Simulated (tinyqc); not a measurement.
Expansion against temperature: quasi-harmonic thermal expansion with mode Grueneisen parameters. Computed by tinyqc, a small Python program. Command: `OMP_NUM_THREADS=1 python tinyqc.py 3008068 3008069 out.jsonl qha walk`. One thread of a shared host (Intel(R) Xeon(R) Processor @ 2.30GHz), about 0.02 s of CPU time with the checks.

A crystal with two atoms a cell; per atom there are 1 transverse acoustic (TA), 1/2 longitudinal acoustic (LA) and 3/2 optical (O) modes. Every frequency of group i scales as nu_i (V/V0)^(-gamma_i). The acoustic groups have Debye spectra, density 3 nu^2/nu_i^3 up to nu_i (40 Gauss-Legendre points); the optical group has one frequency. Static energy: E = (9 V0 B0/16) [y^3 B' + y^2 (2 - 4 y)], y = (V0/V)^(2/3) - 1, with pressure P_s = (3 B0/2) (z^7 - z^5) [1 + (3/4)(B' - 4)(z^2 - 1)], z = (V0/V)^(1/3).

Inputs (values chosen for the exercise, modelled on zinc selenide): static volume V0 = 22.8 angstrom^3/atom; static bulk modulus B0 = 60.9 GPa; static B' = 4.97; frequency nu_TA = 1.92 THz; frequency nu_LA = 5.17 THz; frequency nu_O = 6.48 THz; Grueneisen parameter gamma_TA = -1.3; Grueneisen parameter gamma_LA = 0.97; Grueneisen parameter gamma_O = 1.5.

Acoustic groups: Debye.

Constants: h x 1 THz = 4.135667696 meV; k_B = 8.617333262e-05 eV/K; 1 eV/angstrom^3 = 160.2176634 GPa.

Method:
- For a mode with x = h nu/(k_B T), n = 1/(exp(x) - 1): U = h nu (n + 1/2), C/k_B = x^2 n (n + 1); U_i and C_i sum these over group i with its weight per atom.
- Phonon pressure P_ph = sum_i gamma_i U_i/V.
- B_T = -V d(P_s + P_ph)/dV at fixed T (central difference, step 1e-4 V); alpha_V = sum gamma_i C_i k_B/(B_T V), all at V(T); the linear coefficient is alpha_L = alpha_V/3.
- V(T) solves P_s + P_ph = 0. The Grueneisen estimate uses C_i, V0 and B0 at the static volume; gamma_th = sum gamma_i C_i / sum C_i is taken at V(T).

Quasi-harmonic results:
```
T (K)  V/V0 - 1 (%)  B_T (GPa)  alpha_L (ppm/K)  alpha_L, Grueneisen estimate  gamma_th
20           0.3448     60.444          -1.7291                       -1.7344   -1.1927
40           0.3300     60.465          -2.7583                       -2.7626   -0.8815
70           0.3106     60.474          -1.2407                       -1.2623   -0.2381
100          0.3083     60.432           0.6262                        0.5972    0.0919
150          0.3334     60.307           2.4896                        2.4541    0.3004
220          0.3996     60.092           3.6160                        3.5691    0.3949
300          0.4941     59.831           4.1517                        4.0894    0.4335
450          0.6925     59.328           4.5442                        4.4512    0.4585
700          1.0464     58.477           4.7744                        4.6284    0.4702
1000         1.4879     57.454           4.9048                        4.6933    0.4744
```

What does the comparison show, and why?

alpha_L is negative up to 70 K among these rows and changes sign before 100 K, once the LA and optical groups take up heat. gamma_th moves from -1.19, near gamma_TA = -1.3, to 0.47, near the average over all modes, 0.48, as the stiffer groups take up their share of C. B_T changes by -4.9 % over the table, and at the highest T the estimate at fixed V0 and B0 is off by -4.3 %.

Extremes, crossings and ranges named in words are read from the listed rows.
